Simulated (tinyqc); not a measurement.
Comparisons within one model: optical transitions of a finite quantum well. A value that a table varies takes the place of the one given here.

Each carrier sees a square well of width L with its own depth V and masses m (inside), mb (outside); c = hbar^2/2m0, k = sqrt(m E/c), kappa = sqrt(mb (V - E)/c), and level n solves k L + 2 atan[(k/m)/(kappa/mb)] = n pi. The envelope is cos(kz) for odd n and sin(kz) for even n inside, joins exp(-kappa (|z| - L/2)) outside, and is normalised to 1. Excitons and band mixing are left out.

Constants: hbar^2/2m0 = 3.80998211 eV angstrom^2; e^2/(4 pi eps0) = 14.39964547 eV angstrom; hc = 1239.841984 eV nm.

Inputs chosen for the exercise (near those of a GaAs well in AlGaAs; not measured data):
```
symbol  value                                     unit         meaning
L       164                                       angstrom     well width
Vc      0.178                                     eV           conduction offset
me      0.0659                                    m0           electron, well
meb     0.0853                                    m0           electron, barrier
eps     11.3                                                   background dielectric constant
Nss     (0.035, 0.087, 0.17, 0.35, 0.52, 0.7, 1)  x 1e12/cm^2  sheet densities
Eg      1.495                                     eV           gap of the well
Vv      0.095                                     eV           valence offset
mh      0.349                                     m0           heavy hole along z, well
mhb     0.385                                     m0           heavy hole, barrier
ml      0.0888                                    m0           light hole along z, well
mlb     0.1135                                    m0           light hole, barrier
Ls      (38, 43, 63, 80, 107, 139, 195)           angstrom     widths
```

## Depolarisation shift

The collective line lies at E12 sqrt(1 + a), a = 8 pi q (n1 - n2) S/(eps E12), q = e^2/(4 pi eps0), S = integral over z of (integral up to z of psi_1 psi_2)^2. Zero temperature with the mass me in both subbands: n1 - n2 = Ns until Ns reaches D E12, D = me/(2 pi c), and D E12 beyond. 1e12/cm^2 = 1e-4/angstrom^2; exchange and the static band bending by the charge are left out.

Line position:
```
Ns (1e12/cm^2)  n1 - n2       a  line (meV)  shift (meV)
0.035             0.035  0.0323       40.81         0.64
0.087             0.087  0.0802       41.75         1.58
0.17              0.170  0.1568       43.20         3.03
0.35              0.350  0.3227       46.20         6.03
0.52              0.520  0.4795       48.86         8.69
0.70              0.700  0.6455       51.53        11.36
1.0               1.000  0.9221       55.69        15.52
```

S = 11.565 angstrom
E12 = 40.17 meV

What does this show?

The upward shift grows from 0.64 to 15.52 meV, 38.6 % of E12 at most. For small a the shift is a E12/2, linear in Ns; in the last row that rule gives 18.52 meV. S/L = 0.0705, against 5/(9 pi^2) = 0.0563 for hard walls.

## Width of the well

Edge wavelength hc/(Eg + e1 + hh1), squared e1-hh1 overlap, lh1 - hh1, and the 1-2 intersubband energy with f_12 = (m1/c) E12 z_12^2, 1/m1 = <1|1/m|1> (dash: e2 unbound).

Results:
```
L (angstrom)  edge (nm)  overlap^2  lh1 - hh1 (meV)  E12 (meV)   f_12
38                770.1     0.9429             24.5          -      -
43                776.4     0.9500             23.6          -      -
63                794.1     0.9680             18.7      121.1  0.715
80                803.2     0.9764             15.2      103.9  0.972
107               811.8     0.9842             11.0       74.5  0.983
139               817.5     0.9892              7.9       51.7  0.975
195               822.4     0.9937              4.9       30.5  0.967
```

What can be read from the table?

The edge tunes from 770 to 822 nm, towards hc/Eg = 829 nm, while the overlap goes from 0.943 to 0.994. e2 binds at L = pi sqrt(c/(me Vc)) = 56.6 angstrom; f_12 starts from zero there and is 0.715 at 63 angstrom, the rest going to the continuum; among the widths listed it peaks at 0.983 (107 angstrom) and is 0.967 in the widest well, against 0.961 for hard walls.

## What each parameter does

Edge wavelength hc/(Eg + e1 + hh1), squared overlap of e1 and hh1, and the confinement energies. Each row changes one parameter from the base and keeps the others.

Results:
```
case              edge (nm)  overlap^2  e1 (meV)  hh1 (meV)
base                  820.2     0.9917      13.5        3.1
L = 148 angstrom      818.6     0.9902      15.9        3.7
Eg = 1.525 eV         804.2     0.9917      13.5        3.1
Vc = 0.205 eV         820.0     0.9940      13.9        3.1
Vv = 0.076 eV         820.2     0.9942      13.5        3.0
me = 0.0725 m0        820.6     0.9939      12.8        3.1
mh = 0.297 m0         820.0     0.9943      13.5        3.5
meb = 0.1024 m0       820.5     0.9902      13.1        3.1
```

What does this show?

The largest shifts from the base row, up to three for each result and ties (the steps differ in size, so this ranks the rows, not the parameters). edge (nm): Eg -16.0, L -1.6, me +0.4; unchanged at the printed digits by Vv. overlap^2: mh +0.0027, Vv +0.0025, Vc +0.0023; unchanged at the printed digits by Eg. e1 (meV): L +2.4, me -0.8, meb -0.5; unchanged at the printed digits by Eg, Vv and mh. hh1 (meV): L +0.6, mh +0.4, Vv -0.1; unchanged at the printed digits by Eg, Vc, me and meb.

Computed by tinyqc, a small Python program: `OMP_NUM_THREADS=1 python tinyqc.py 1251557 1251558 out.jsonl` (the numbers bound the seed that draws the inputs); one thread of a shared host (Intel(R) Xeon(R) Processor @ 2.30GHz), about 0.06 s for the whole set of steps.
